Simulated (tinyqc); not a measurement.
Heisenberg magnet: exchange from energy differences, ordering vector, linear spin waves and ordering temperature: one step, computed by the program tinyqc.

H = -sum over pairs <ij> J_ij S_i.S_j - K sum_i (S_i^z)^2, each pair once, J > 0 ferromagnetic. First neighbours: 6 at a (1, 0, 0), second: 12 at a (1, 1, 0), with all permutations and signs.

Problem. Energies of ordered states. J(q) = J1 g1(q) + J2 g2(q), g_s(q) = sum over shell s of cos(q.R). A classical spiral or collinear state of wave vector Q has the exchange energy -(S^2/2) J(Q) per site.

Inputs (values chosen for the exercise, for a model magnet): exchange J1 = -2.57 meV; exchange J2 = -0.11 meV; spin S = 2.5.

Lattice: simple cubic.

Give: States, Q in 2 pi/a.

Solution.

States, Q in 2 pi/a:
```
Q                  g1  g2  energy (meV/site)
G (0, 0, 0)         6  12            52.3125
X (0.5, 0, 0)       2  -4            14.6875
M (0.5, 0.5, 0)    -2  -4           -17.4375
R (0.5, 0.5, 0.5)  -6  12           -44.0625
```

The lowest of these is R (0.5, 0.5, 0.5), 26.625 meV per site below M (0.5, 0.5, 0).
